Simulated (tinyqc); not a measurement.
Precursor delivery by bubblers, mass-transport growth and the solid composition of a III-V alloy. Changing the growth temperature T. Computed by tinyqc, a small Python program. Command: `OMP_NUM_THREADS=1 python tinyqc.py 3014207 3014208 out.jsonl movpe_thermo sweep`. One thread of a shared host (Intel(R) Xeon(R) Processor @ 2.30GHz), about 0.01 s of CPU time with the checks.

1 sccm = 44.615 micromol/min; 1 torr = 133.322 Pa. The sources decompose fully at the surface.

Inputs (values chosen for the exercise, modelled on triethylgallium (source 1) and trimethylindium (source 2) for the vapour pressures):
```
quantity                                                value      unit
bath temperature T1                                       298         K
bath temperature T2                                       306         K
bubbler pressure p_b                                      400      torr
carrier flow F1                                            78      sccm
carrier flow F2                                            26      sccm
total flow F_t                                            6.5       slm
group-V flow F_V                                          220      sccm
reactor pressure p                                         76      torr
diffusivity at 273 K and 760 torr                        0.31    cm^2/s
flow cross-section A                                       57      cm^2
distance from the leading edge z                          6.8        cm
lattice constant a                                       5.73  angstrom
interaction L0 of the solid                              9.29    kJ/mol
vapour fraction x_v of D among the group-V sources       0.95         -
exchange energy dG_x of AC + (1/2) D2 -> AD + (1/2) C2   0.82    kJ/mol
```

Alloy: mixing on the group-V sites.

constants a, b of source 1 (log10 torr, K): 8.054  2162

constants a, b of source 2 (log10 torr, K): 10.5  3014

Constants: k_B = 1.380649e-23 J/K; R = 8.314462618 J/(mol K).

Method:
- log10 p_v = a - b/T_bath; molar flow = F x 44.615 x p_v/(p_b - p_v) for a saturated bubbler.
- p_i = p n_i/(44615 F_t), F_t in slm; p_V = p F_V/(1000 F_t), counted per molecule supplied; V/III = 44.615 F_V/(n1 + n2); vapour fraction of source 2 = n2/(n1 + n2).
- Mean velocity u = (F_t/A)(760/p)(T/273); D = D0 (T/273)^1.75 (760/p); boundary layer delta = sqrt(pi D z/u); flux = D dp/(delta k_B T); growth rate = flux x a^3/4.
- At high V/III the group-V pressures at the surface equal those supplied, as dimers: p_D2/p_C2 = x_v/(1 - x_v). Equilibrium of the solid AC(1-x)D(x), A standing for the mix of both group-III metals: ln[x/(1 - x)] + L0 (1 - 2x)/(R T) = -dG_x/(R T) + (1/2) ln[x_v/(1 - x_v)]. Growth rate = rate per torr x (p_1 + p_2). Sensitivity dx/dx_v = [1/(2 x_v (1 - x_v))]/[1/(x (1 - x)) - 2 L0/(R T)].

One run for each value; columns: (1) growth temperature T (K); (2) solid fraction x; (3) growth rate (micrometre/h); (4) growth rate per torr of group III (micrometre/(h torr)):
```
(1)      (2)    (3)    (4)
800   0.9270  2.682  148.9
850   0.9216  2.744  152.3
900   0.9166  2.803  155.6
950   0.9119  2.860  158.8
1000  0.9076  2.916  161.8
1050  0.9035  2.970  164.8
1100  0.8998  3.022  167.7
1150  0.8963  3.073  170.6
```

Over the rows, solid fraction x falls from 0.927 to 0.896 (exponent d ln y / d ln x -0.096 between the first rows and -0.088 between the last); growth rate (micrometre/h) rises from 2.68 to 3.07 (exponent d ln y / d ln x about 0.37 throughout); growth rate per torr of group III (micrometre/(h torr)) rises from 149 to 171 (exponent d ln y / d ln x about 0.37 throughout). The rate per torr depends on T only weakly, as T^(1.75 - 1 - 0.375); pyrolysis limits at low T are left out.

Caution (all rows): the boundary layer is a quarter or more of the root of the cross-section, so it fills much of the channel and depletion along the flow matters.

Extremes, crossings and ranges named in words are read from the listed rows.
